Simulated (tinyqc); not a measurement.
Inside a calculation. Method: RHF in the sto-6g basis, for H3+, spin multiplicity 1. One step of it, computed by the program tinyqc.

Task: Iteration 1: diagonalisation and new density. Diagonalise F' = X^T F X, C = X C', fill 1 alpha and 1 beta electrons from the bottom; D = 2 C_occ C_occ^T. Each column has its largest component positive (the first on a tie).

Fock matrix F (hartree), lower triangle:
```
           1H 1s      2H 1s      3H 1s
1H 1s  -0.584524
2H 1s  -0.469318  -0.557686
3H 1s  -0.469069  -0.402898  -0.557609
```

X, lower triangle:
```
           1H 1s      2H 1s     3H 1s
1H 1s   1.074967
2H 1s  -0.153097   1.059112
3H 1s  -0.152950  -0.109570  1.059050
```

Give: F' = X^T F X; orbital energies; coefficients C; D after iteration 1.

Result:

F' = X^T F X (hartree), lower triangle:
```
         1        2        3
1  -0.4117
2  -0.2653  -0.4160
3  -0.2650  -0.2047  -0.4160
```

orbital energies (hartree): MO1 -0.9055, MO2 -0.2113, MO3 -0.1269

coefficients C:
```
          MO1      MO2      MO3
1H 1s  0.4778  -0.0015   0.9870
2H 1s  0.4422  -0.8255  -0.5294
3H 1s  0.4421   0.8273  -0.5265
```

D after iteration 1, lower triangle:
```
        1H 1s   2H 1s   3H 1s
1H 1s  0.4566
2H 1s  0.4226  0.3911
3H 1s  0.4225  0.3910  0.3909
```
